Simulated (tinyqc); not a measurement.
# Gap voltage and exponent from three temperatures

Problem. At constant current VBE(T) = Vg0 - a T - eta (kB T/q) ln T, where a is a constant. Find Vg0, eta and dVBE/dT at the middle temperature.

Constants: q = 1.602176634e-19 C, kB = 1.380649e-23 J/K. Results are converted to the units shown.

T (K): [300, 330, 360]
VBE at a constant current (V): [0.7000973542, 0.6415525647, 0.5819958005]

Answer. The relation is linear in Vg0, a and eta, so three points give a linear system; the slope is (VBE - Vg0 - eta kB T/q)/T. eta rests on the curvature of VBE(T) alone, so real fits need accuracy of some tens of microvolts or better.

Vg0 = 1.169 V
eta = 4.300
dVBE/dT = -1.969 mV/K

tinyqc, about 0.02 s, one thread, Intel Xeon 2.30GHz (shared host): `OMP_NUM_THREADS=1 python tinyqc.py 2062028 2062029 out.jsonl`
